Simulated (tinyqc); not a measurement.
# Via and link resistance from two via chains

Inverse problem. A chain of 2000 vias joined by 2000 metal links has R = 2000 (Rv + Rlink), with Rlink proportional to the link length. Find Rv, Rlink for length L, and the value of Rv that the short chain would give if the links were ignored.

resistance of chains of 2000 links with link lengths L and 3 L (ohm): 9200  15600

Answer. R per link is a straight line in the link length; its intercept at zero length is Rv.

Rv = 3.000 ohm
Rlink = 1.600 ohm
Rv without correction = 4.600 ohm

Computed by the program tinyqc: `OMP_NUM_THREADS=1 python tinyqc.py 2750176 2750177 out.jsonl`, one thread of a shared Intel Xeon 2.30GHz, about 0.01 s for the whole run.
